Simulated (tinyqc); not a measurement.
What each parameter does: delta-doped layer in the Thomas-Fermi potential.

All donors ionised in the plane z = 0, zero temperature, energies from the Fermi level EF of the Thomas-Fermi model, which lies at the bulk band edge; c = hbar^2/2m0, q = e^2/(4 pi eps0). gv = 4 equivalent valleys, m_d = sqrt(m3^3/mz) in the plane. With n = (gv/3 pi^2)(m3 (-V)/c)^(3/2) and V'' = -(4 pi q/eps) n for z > 0, the solution is V = -b/(|z| + z0)^4 with sqrt(b) = 20/K, K = (4 pi q/eps)(gv/3 pi^2)(m3/c)^(3/2), and z0^5 = 4b/(e F0), e F0 = 2 pi q N/eps; 1e13/cm^2 = 1e-3/angstrom^2. Exchange and correlation are left out.

Subbands solve -(c/m_z) psi'' + V psi = E psi on 1280 points of spacing z0/80; up to ten levels for each group, kept if bound with an rms width below 2.5 z0.

Constants: hbar^2/2m0 = 3.80998211 eV angstrom^2; e^2/(4 pi eps0) = 14.39964547 eV angstrom.

Values chosen for the exercise (near those of a delta-doped layer in Ge; not measured data):
- m3 = 0.218 m0 (density-of-states mass of a valley)
- mz = 0.118 m0 (mass along z)
- eps = 16.4 (dielectric constant)
- N = 0.5 x 1e13/cm^2 (donor sheet density)

z0, depth, lowest level and its rms width.

One parameter was then changed.

Results before and after:

| case | z0 (angstrom) | depth (eV) | lowest (eV) | rms z (angstrom) |
|---|---|---|---|---|
| base | 67.43 | 0.0465 | -0.0113 | 43.77 |
| changed | 74.68 | 0.0309 | -0.0068 | 55.28 |

Which of these changes was made? (a) eps = 14.8; (b) m3 = 0.251 m0; (c) mz = 0.1 m0; (d) N = 0.3 x 1e13/cm^2.
Answer: (d) N = 0.3 x 1e13/cm^2. Of the candidates, run in turn, only this one gives the changed row.

All candidates:

| case | z0 (angstrom) | depth (eV) | lowest (eV) | rms z (angstrom) |
|---|---|---|---|---|
| base | 67.43 | 0.0465 | -0.0113 | 43.77 |
| N = 0.3 x 1e13/cm^2 | 74.68 | 0.0309 | -0.0068 | 55.28 |
| eps = 14.8 | 63.40 | 0.0484 | -0.0113 | 43.37 |
| m3 = 0.251 m0 | 61.96 | 0.0427 | -0.0092 | 47.38 |
| mz = 0.1 m0 | 67.43 | 0.0465 | -0.0105 | 48.67 |

Computed by tinyqc, a small Python program: `OMP_NUM_THREADS=1 python tinyqc.py 1282263 1282264 out.jsonl` (the numbers bound the seed that draws the inputs); one thread of a shared host (Intel(R) Xeon(R) Processor @ 2.30GHz), about 0.1 s for the whole set of steps.
